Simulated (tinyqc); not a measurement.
Raising U: Hubbard chain of 2 sites, mean field against exact. Computed by the program tinyqc. 

one-body matrix (hopping and site energies) (eV):
```
         1        2
1  -0.0900  -1.0700
2  -1.0700   0.2300
```

electrons, up and down: 1  1

Collinear unrestricted mean field (the lowest of 40 random starts) against exact diagonalisation.

Exact and mean-field results (eV):
```
U            U/t    E exact  E mean field  mean |n_up - n_down|  double occupancy, exact  first gap in the sector
0.5400    0.5047  -1.765382     -1.749050                0.0000                   0.2232                   1.9054
1.0700    1.0000  -1.545012     -1.480924                0.0000                   0.1929                   1.6850
2.1400    2.0000  -1.190784     -0.941954              2.38e-05                   0.1403                   1.3308
3.2100    3.0000  -0.934797     -0.578265                0.7411                   0.1012                   1.0748
4.2800    4.0000  -0.749326     -0.397401                0.8645                   0.0739                   0.8893
6.4200    6.0000  -0.509158     -0.217466                0.9425                   0.0422                   0.6492
8.5600    8.0000  -0.365782     -0.127852                0.9681                   0.0265                   0.5058
12.8400  12.0000  -0.207474     -0.038441                0.9860                   0.0129                   0.3475
21.4000  20.0000  -0.071948      0.032976                0.9950                   0.0049                   0.2119
```

In absolute terms mean field is worst at U/t = 3.0, 0.357 eV too high: at small U it is nearly exact, and at large U it misses only exchange-scale energies. Its local moments set in at U/t = 3.0 of those listed, a broken symmetry that the exact state of a finite cluster with equal spins does not have. Relative to the exact energy its error is 0.9 % at the smallest U, 146 % at most and 146 % at the largest. The double occupancy falls from 0.223 to 0.005.
